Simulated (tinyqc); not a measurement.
# Worked calculation: on-chip power grid, static voltage drop by conjugate gradients

Computed by the program tinyqc: `OMP_NUM_THREADS=1 python tinyqc.py 2770202 2770203 out.jsonl`, one thread of a shared Intel Xeon 2.30GHz, about 0.1 s for the whole run. Printed values are rounded.

A grid of 4 rows and 4 columns, node k = 4 row + column. Neighbours in a row are joined by Rx, in a column by Ry; pad nodes, which reach the supply through Rp: 0, 15. Each node draws I0, node 15 draws kh I0. The drops u = Vdd - V solve G u = i, with G the conductance matrix (1/Rp added on the diagonal at pad nodes).

Values chosen for this exercise:
```
symbol,value,unit,meaning
Vdd,0.65,V,supply voltage
Rx,0.56,ohm,resistance of a horizontal segment
Ry,0.1,ohm,resistance of a vertical segment
Rp,0.34,ohm,resistance from a pad node to the supply
I0,7.7,mA,load current of an ordinary node
kh,3,,factor on the load at the hot node
```

## Diagonal of G, loads and first direction

G_kk = sum of the conductances at node k. Start u = 0, so the residual is r = i; p = r.

G_kk (S):
```
          col 0     col 1     col 2     col 3
row 0  14.72689  13.57143  13.57143  11.78571
row 1  21.78571  23.57143  23.57143  21.78571
row 2  21.78571  23.57143  23.57143  21.78571
row 3  11.78571  13.57143  13.57143  14.72689
```

r at the start (mA):
```
       col 0  col 1  col 2  col 3
row 0    7.7    7.7    7.7    7.7
row 1    7.7    7.7    7.7    7.7
row 2    7.7    7.7    7.7    7.7
row 3    7.7    7.7    7.7   23.1
```

p at the start (mA):
```
       col 0  col 1  col 2  col 3
row 0    7.7    7.7    7.7    7.7
row 1    7.7    7.7    7.7    7.7
row 2    7.7    7.7    7.7    7.7
row 3    7.7    7.7    7.7   23.1
```

## Iteration 1: conjugate-gradient step

u at the start (mV):
```
       col 0  col 1  col 2  col 3
row 0      0      0      0      0
row 1      0      0      0      0
row 2      0      0      0      0
row 3      0      0      0      0
```

q = G p; a = (r.r)/(p.q); u(new) = u + a p; r(new) = r - a q; b = (r.r)(new)/(r.r); p(new) = r(new) + b p.

q (mA S):
```
         col 0   col 1     col 2      col 3
row 0  22.6471  0.0000    0.0000     0.0000
row 1   0.0000  0.0000    0.0000     0.0000
row 2   0.0000  0.0000    0.0000  -154.0000
row 3   0.0000  0.0000  -27.5000   249.4412
```

a = 0.3135016 ohm

u after iteration 1 (mV):
```
          col 0     col 1     col 2     col 3
row 0  2.413963  2.413963  2.413963  2.413963
row 1  2.413963  2.413963  2.413963  2.413963
row 2  2.413963  2.413963  2.413963  2.413963
row 3  2.413963  2.413963  2.413963  7.241888
```

r after iteration 1 (mA):
```
         col 0    col 1     col 2      col 3
row 0  0.60011  7.70000   7.70000    7.70000
row 1  7.70000  7.70000   7.70000    7.70000
row 2  7.70000  7.70000   7.70000   55.97925
row 3  7.70000  7.70000  16.32130  -55.10022
```

b = 5.023287

p after iteration 1 (mA):
```
          col 0     col 1     col 2     col 3
row 0  39.27942  46.37931  46.37931  46.37931
row 1  46.37931  46.37931  46.37931  46.37931
row 2  46.37931  46.37931  46.37931  94.65856
row 3  46.37931  46.37931  55.00060  60.93770
```

## Iteration 2: conjugate-gradient step

As before.

q (mA S):
```
         col 0     col 1      col 2      col 3
row 0  31.8504   12.6784     0.0000     0.0000
row 1  70.9989    0.0000     0.0000  -482.7925
row 2   0.0000    0.0000  -172.4259   906.2141
row 3   0.0000  -15.3952    91.0062  -147.3781
```

a = 0.1280194 ohm

u after iteration 2 (mV):
```
         col 0    col 1    col 2     col 3
row 0  7.44249  8.35141  8.35141   8.35141
row 1  8.35141  8.35141  8.35141   8.35141
row 2  8.35141  8.35141  8.35141  14.53209
row 3  8.35141  8.35141  9.45511  15.04309
```

r after iteration 2 (mA):
```
          col 0    col 1     col 2      col 3
row 0  -3.47736  6.07692   7.70000    7.70000
row 1  -1.38924  7.70000   7.70000   69.50680
row 2   7.70000  7.70000  29.77386  -60.03371
row 3   7.70000  9.67088   4.67074  -36.23297
```

b = 1.569107

p after iteration 2 (mA):
```
         col 0    col 1     col 2     col 3
row 0  58.1562  78.8510   80.4741   80.4741
row 1  71.3848  80.4741   80.4741  142.2809
row 2  80.4741  80.4741  102.5479   88.4957
row 3  80.4741  82.4450   90.9726   59.3848
```

## Iteration 3: conjugate-gradient step

As before.

q (mA S):
```
        col 0    col 1     col 2     col 3
row 0   1.807   17.826     2.898  -618.068
row 1  25.163   32.462  -331.108  1266.289
row 2  90.892  -59.126   401.003  -271.837
row 3  -3.519    8.000   -44.119  -172.854
```

a = 0.09697530 ohm

u after iteration 3 (mV):
```
          col 0     col 1     col 2     col 3
row 0  13.08221  15.99801  16.15541  16.15541
row 1  15.27398  16.15541  16.15541  22.14914
row 2  16.15541  16.15541  18.29603  23.11399
row 3  16.15541  16.34654  18.27720  20.80195
```

r after iteration 3 (mA):
```
          col 0     col 1     col 2      col 3
row 0  -3.65257   4.34826   7.41893   67.63733
row 1  -3.82942   4.55203  39.80928  -53.29199
row 2  -1.11431  13.43380  -9.11356  -33.67228
row 3   8.04130   8.89504   8.94922  -19.47035
```

b = 0.9917955

p after iteration 3 (mA):
```
         col 0    col 1     col 2     col 3
row 0  54.0265  82.5523   87.2328  147.4512
row 1  66.9697  84.3659  119.6231   87.8216
row 2  78.6995  93.2476   92.5930   54.0973
row 3  87.8551  90.6636   99.1754   39.4272
```

## Course of the conjugate-gradient iteration

Stop when |r| is below 1e-9 mA.

Course of the iteration:
```
iteration  largest u (mV)  |r| (mA)
1                7.241888      84.5
2                15.04309       106
3                23.11399       105
4                31.43820      72.0
5                34.28462      39.6
6                34.00664      29.1
7                33.70220      19.4
8                33.67826      16.0
9                33.47320      8.07
10               33.26454      8.45
11               33.07565      6.22
12               33.03075      3.76
13               33.02598      1.36
14               33.03386     0.616
15               33.03973    0.0148
16               33.03925   < 1e-11
```

Converged in 16 iterations for 16 unknowns; in exact arithmetic the method needs at most 16. The condition number of the matrix is 146. Gauss-Seidel sweeps in node order need 794 to reach the same residual.

## Worst drop, pad currents and power lost

converged u (mV):
```
          col 0     col 1     col 2     col 3
row 0  22.37358  31.29479  33.03925  31.63285
row 1  26.59098  31.80635  32.83191  30.61171
row 2  29.10705  32.29609  32.43416  28.42411
row 3  30.28366  32.56065  32.00716  24.75042
```

Pad current u/Rp; worst drop as a share of Vdd; power lost in the grid and pads sum_k i_k u_k; power delivered sum_k i_k (Vdd - u_k).

worst drop = 33.03925 mV
share of Vdd = 5.082962 %
pad currents (mA): node 0 65.80466, node 15 72.79534
power lost = 4.092901 mW
power delivered = 85.99710 mW

The pad currents add up to the total load, 138.6 mA. The worst drop is at node 2, not at the hot node.
